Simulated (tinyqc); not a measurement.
Sensitivity of the reflectance: thin-film optics by transfer matrices.

Indices N = n + i k. Snell: N0 sin(theta) = N_j sin(theta_j), with Im(N_j cos theta_j) >= 0. Admittance y_j = N_j cos theta_j for s and N_j/cos theta_j for p. Phase delta_j = 2 pi N_j cos theta_j d_j/lambda. Layer matrix [[cos delta, -i sin delta/y], [-i y sin delta, cos delta]], multiplied from the top down to M. (B, C) = M (1, y_sub); r = (y0 B - C)/(y0 B + C), R = |r|^2, T = 4 Re y0 Re y_sub/|y0 B + C|^2, absorbed in the films 1 - R - T.

Parameters, chosen for this exercise (indices near those of polySi, SiO2 on Cu; shifted at random, so the results belong to these values and not to a real crystal):
- lam = 633 nm (vacuum wavelength)
- n0 = 1 (ambient index)
- n = (3.946, 1.468, 0.266) (n of polySi, SiO2, substrate)
- k = (0.041, 0, 3.416) (k in the same order)
- d = (30.6, 19.9) nm (thicknesses, top first)
- theta = 60 degrees (angle of incidence)

R for both polarisations.

Results for these values:
```
case     R_s     R_p     T_s
base  0.9513  0.8410  0.0226
```

What happens to each result for d = (35.6, 19.9) nm, all else kept?

Answer: R_s rises from 0.9513 to 0.9640; R_p rises from 0.8410 to 0.8662; T_s falls from 0.0226 to 0.0159.

The same for each parameter in turn:
```
case                          R_s     R_p     T_s
base                       0.9513  0.8410  0.0226
d = (35.6, 19.9) nm        0.9640  0.8662  0.0159
n = (4.025, 1.468, 0.266)  0.9559  0.8499  0.0204
k = (0.041, 0, 3.768)      0.9506  0.8422  0.0217
lam = 638 nm               0.9501  0.8391  0.0232
theta = 65 degrees         0.9578  0.8267  0.0195
```

(tinyqc, `OMP_NUM_THREADS=1 python tinyqc.py 1682658 1682659 out.jsonl`, Intel(R) Xeon(R) Processor @ 2.30GHz, 1 thread, shared host, about 0.01 s.)
